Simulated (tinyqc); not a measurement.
Vertical double-diffused power MOSFET, components of the on-resistance: one step of the calculation.

Stripe cells of pitch Wp + a, two channels a cell. Current flows through the channels, spreads in the accumulation layer, passes the gap between the p bodies and spreads at 45 degrees into the drift layer below them. Low drain voltage, full ionisation.

Task. Components of the on-resistance. Pitch p = Wp + a, Cox = 3.9 eps0/tox; zero-bias depletion in the gap w0 = sqrt(2 eps0 eps_r Vbi/(q N Nj)), open gap g = a - 2 w0; R_ch = Lc p/(2 mch Cox Vov); R_acc = 0.6 a p/(4 mac Cox Vov), 0.6 being an empirical factor for current leaving the layer along its length; R_gap = (rho/Nj) xp p/g; spreading depth t = min(W, (p - g)/2); R_drift = (rho p/2) ln((g + 2 t)/g) + rho (W - t); R_on = the sum with Rs.

Values chosen for this exercise; bulk values close to those of 4H silicon carbide:

| symbol | value | unit | meaning |
|---|---|---|---|
| eps_r | 10 |  | relative permittivity |
| tox | 68 | nm | gate oxide thickness (eps_r 3.9) |
| Vov | 7 | V | gate overdrive |
| mch | 24 | cm^2/(V s) | channel mobility |
| mac | 140 | cm^2/(V s) | accumulation-layer mobility |
| Lc | 0.9 | um | channel length |
| Wp | 2.8 | um | width of the p body in one cell, channels included |
| a | 2.3 | um | gap between neighbouring p bodies |
| xp | 0.8 | um | depth of the p body |
| Nj | 1 |  | doping of the gap over the drift doping |
| Vbi | 2.95 | V | built-in voltage of the body junction |
| Rs | 0.082 | mohm cm^2 | substrate and contact resistance |

Constants: q = 1.602176634e-19 C, eps0 = 8.8541878128e-14 F/cm where lengths are in cm. Results are converted to the units shown.

N = 7.7107971e15 cm^-3
W = 15.610219 um
mu = 806 cm^2/(V s)
rho = 1.0042811 ohm cm

Find: w0; g; components; R_on; shares.

Result.

w0 = 0.65027 um
g = 0.99945 um
components (mohm cm^2): channel 2.6901, accumulation 0.35356, gap 0.40997, drift 1.7792, substrate 0.082000
R_on = 5.3148 mohm cm^2
shares (%): channel 50.615, accumulation 6.652, gap 7.714, drift 33.476, substrate 1.543

The channel term is the largest. R_on is 3.39 times the ideal drift resistance, and spreading raises the drift term to 1.13 times it.

Numbers from tinyqc (`OMP_NUM_THREADS=1 python tinyqc.py 2230003 2230004 out.jsonl`; about 0.01 s on one thread of a shared Intel Xeon 2.30GHz).
